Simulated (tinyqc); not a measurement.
Channel length: inversion-layer mobility, back-scattering and ballistic limit of a field-effect transistor. Computed by tinyqc, a small Python program. Command: `OMP_NUM_THREADS=1 python tinyqc.py 3024177 3024178 out.jsonl mos walk`. One thread of a shared host (Intel(R) Xeon(R) Processor @ 2.30GHz), about 0.01 s of CPU time with the checks.

The charge at the top of the source barrier is fixed by the gate; series resistance and short-channel effects are left out. F_j are Fermi integrals normalised to exp(eta) in the classical limit.

Inputs (values chosen for the exercise, modelled on an InGaAs n-channel):

| quantity | value | unit |
|---|---|---|
| transport mass m | 0.046 | m_0 |
| valley degeneracy g_v | 1 | - |
| weight w of the inversion charge | 0.5 | - |
| permittivity eps | 13.9 | - |
| phonon mobility at 1 MV/cm and 300 K, mu_ph | 3200 | cm^2/(V s) |
| roughness mobility at 1 MV/cm, mu_sr | 1900 | cm^2/(V s) |
| Coulomb mobility at N_inv = 1e12/cm^2, mu_C | 2200 | cm^2/(V s) |
| electrical oxide thickness t_inv | 4 | nm |
| depletion charge N_dep | 7.8e+11 | 1/cm^2 |
| gate overdrive V_G - V_T | 0.8 | V |
| drain voltage V_D | 0.6 | V |
| exponent a of the critical length | 0.57 | - |
| temperature T | 300 | K |

Statistics at the top of the barrier: Fermi-Dirac.

Constants: eps_0 = 8.8541878128e-12 F/m; e = 1.602176634e-19 C; m_0 = 9.1093837015e-31 kg; k_B = 1.380649e-23 J/K; hbar = 1.054571817e-34 J s; k_B = 8.617333262e-05 eV/K.

Method:
- N_inv = 3.9 eps_0 (V_G - V_T)/(e t_inv); effective field E_eff = e (N_dep + w N_inv)/(eps eps_0).
- mu_phonon = mu_ph (E_eff/1 MV/cm)^(-0.3) (T/300 K)^(-1.75); mu_rough = mu_sr (E_eff/1 MV/cm)^(-2); mu_Coulomb = mu_C (N_inv/1e12 cm^-2) (T/300 K); Matthiessen's rule adds 1/mu.
- F_j(eta) = (1/Gamma(j + 1)) int_0^infinity x^j/(1 + exp(x - eta)) dx, F_0 = ln(1 + exp(eta)). Integrals over x = E/(k_B T) use 160 Gauss-Legendre points in u = sqrt(x) from 0 to sqrt(max(eta, 0) + 32).
- Ballistic channel: N_2D = g_v m k_B T/(pi hbar^2), U = e V_D/(k_B T); eta_F solves N_inv = (N_2D/2)[F_0(eta_F) + F_0(eta_F - U)]; v_T = sqrt(2 k_B T/(pi m)); I/W = e (N_2D/2) v_T [F_1/2(eta_F) - F_1/2(eta_F - U)]; injection velocity v_T F_1/2(eta_F)/F_0(eta_F).
- Mean free path lambda = (2 k_B T/e)(mu/v_T) F_0(eta_0)/F_-1/2(eta_0), with eta_0 from N_inv = N_2D F_0(eta_0); critical length l = L (1 + U)^(-a), an empirical rule; back-scattering r = l/(l + lambda). Then eta solves N_inv = (N_2D/2)[(1 + r) F_0(eta) + (1 - r) F_0(eta - U)] and I/W = e (N_2D/2) v_T (1 - r)[F_1/2(eta) - F_1/2(eta - U)].
- The last column is the long-channel law e N_inv mu V/L with V = V_D - V_D^2/(2 V_ov) below pinch-off and V_ov/2 above, V_ov = V_G - V_T.

inversion density N_inv = 4.31055e+12 1/cm^2

effective mobility mu = 2401.21 cm^2/(V s)

ballistic current I/W = 5449.85 microampere/micrometre

Currents (microampere/micrometre):

| L (nm) | r | I/W | ballistic ratio | long-channel law |
|---|---|---|---|---|
| 5 | 0.00622 | 5366.3 | 0.98467 | 1.2438e+05 |
| 10 | 0.01236 | 5285.1 | 0.96977 | 6.2188e+04 |
| 20 | 0.02441 | 5129.5 | 0.94121 | 3.1094e+04 |
| 40 | 0.04766 | 4842.8 | 0.88860 | 1.5547e+04 |
| 80 | 0.09098 | 4351.8 | 0.79852 | 7.7735e+03 |
| 160 | 0.16679 | 3609.2 | 0.66226 | 3.8867e+03 |
| 400 | 0.33353 | 2366.9 | 0.43430 | 1.5547e+03 |
| 1000 | 0.55577 | 1255.3 | 0.23033 | 6.2188e+02 |

The current scales as L^-0.69 at the long end and as L^-0.02 at the short end, where it reaches 98 % of the ballistic 5450. The long-channel law passes the ballistic limit between 80.0 and 160 nm and has no meaning below. At 1000 nm the model gives 2.02 times the long-channel law; the rule for l is a fit for short devices and fails wherever the model exceeds that law. Raising mu by 10 % at 20 nm raises I by 0.5 %. Caution: the Fermi level lies so high that further subbands and non-parabolicity matter.

Extremes, crossings and ranges named in words are read from the listed rows.
